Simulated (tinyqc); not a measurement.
Inside a calculation. Model: thermal, flicker and telegraph noise of a field-effect transistor. Computed by tinyqc, a small Python program that keeps every step. Command: `OMP_NUM_THREADS=1 python tinyqc.py 3009216 3009217 out.jsonl noise walk`. One thread of a shared host (Intel(R) Xeon(R) Processor @ 2.30GHz), about 0.01 s of CPU time with the checks. Intermediate numbers are printed to about 6 digits and carried at full precision; extremes and crossings named in words are read from the listed rows.

Strong inversion, threshold roll-off and channel-length modulation left out; noise sources are uncorrelated and are given as one-sided spectral densities.

Inputs (values chosen for the exercise, modelled on a high-k silicon transistor):
```
quantity,value,unit
width W,0.13,micrometre
length L,130,nm
electrical oxide thickness t,7.1,nm
mobility mu,100,cm^2/(V s)
saturation velocity v_s,0.86,1e7 cm/s
overdrive V_ov,0.24,V
thermal noise factor gamma,1.3,-
oxide trap density N_t,9.5e+17,1/(eV cm^3)
oxide barrier phi,3,eV
oxide mass m_ox,0.38,m_0
Coulomb scattering coefficient alpha_sc,5400,V s/C
frequency f,1000,Hz
temperature T,300,K
```

Operating region: saturation. Flicker model: number with correlated mobility.

Constants: eps_0 = 8.8541878128e-12 F/m; hbar = 1.054571817e-34 J s; m_0 = 9.1093837015e-31 kg; e = 1.602176634e-19 C; k_B = 8.617333262e-05 eV/K; k_B = 1.380649e-23 J/K.

## Operating point

C_ox = 3.9 eps_0/t; V_c = 2 v_s L/mu; I = W C_ox v_s V_ov^2/(V_ov + V_c); g_m = W C_ox v_s V_ov (V_ov + 2 V_c)/(V_ov + V_c)^2; g_d0 = mu C_ox (W/L) V_ov.

C_ox = 0.486357 microfarad/cm^2

drain current I = 1.26494 microampere

g_m = 10.0303 microsiemens

g_d0 = 11.6726 microsiemens

## Flicker noise

Tunnelling length lambda = hbar/(2 sqrt(2 m_ox phi)); flat-band noise S_Vfb = e^2 k_B T lambda N_t/(W L C_ox^2 f). S_I = g_m^2 S_Vfb (1 + alpha_sc mu C_ox I/g_m)^2.

tunnelling length lambda = 0.914069 angstrom

S_Vfb = 1.44152e-10 V^2/Hz

flicker S_I = 1.54792e-20 A^2/Hz

flicker S_I/I^2 = 9.67409e-09 1/Hz

Caution: fewer than one trap per decade of time constant is active, so one device shows telegraph steps and the 1/f law is only a mean over many devices.

## Thermal noise and corner

Thermal: S_I = 4 k_B T gamma g_d0; input-referred S_V = S_I/g_m^2; corner f_c where flicker equals thermal. Total input noise from 1 Hz to f_c: sqrt(S_V,thermal [f_c ln(f_c/1 Hz) + f_c - 1 Hz]).

thermal S_I = 2.51405e-25 A^2/Hz

input-referred thermal noise = 49.9891 nV/sqrt(Hz)

corner frequency f_c = 6.15706e+07 Hz

input noise up to f_c = 1706.88 microvolt

full shot noise 2eI over thermal S_I = 1.61226

At f the noise is flicker dominated (f_c/f = 61600).

## How many traps?

Active traps per decade of time constant: N_dec = N_t k_B T W L lambda ln(10); a single trap at the interface shifts the threshold by e/(W L C_ox) and the current by g_m times that; tunnelling depth for frequency f, z = lambda ln(1/(2 pi f tau_0)), tau_0 = 1e-10 s.

traps per decade = 0.0873573

threshold step of one trap = 1.94926 mV

current step of one trap = 1.54565 %

depth probed at f = 1.30531 nm

With fewer than one trap per decade the spectrum is not a smooth 1/f but a few Lorentzians, seen in time as telegraph steps, and S_Vfb is only the mean over many devices.

## Telling the models apart

The formulas are those given above.

Against the overdrive:
```
V_ov (V),I (microampere),(g_m/I)^2 (1/V^2),S_I/I^2 (1/Hz),S_I/g_m^2 (V^2/Hz)
0.20,0.8929,91.9583,1.39920e-08,1.52156e-10
0.25,1.3670,57.7258,8.90652e-09,1.54290e-10
0.32,2.1784,34.3251,5.40159e-09,1.57366e-10
0.40,3.3004,21.3503,3.43750e-09,1.61005e-10
0.50,4.9684,13.2096,2.18933e-09,1.65738e-10
0.63,7.5301,7.9845,1.37488e-09,1.72194e-10
0.80,11.4624,4.7116,8.53483e-10,1.81146e-10
1.00,16.8031,2.8594,5.50169e-10,1.92407e-10
```

S_I/I^2 falls as V_ov^-2.02 at first and V_ov^-1.97 at the end; (g_m/I)^2 as V_ov^-2.09 and V_ov^-2.24. The input-referred noise rises by a factor 1.26, because trapped charge also scatters, and that term grows with I/g_m.

Checks made by the program: g_m against a numerical derivative of I (relative difference below 1e-10).
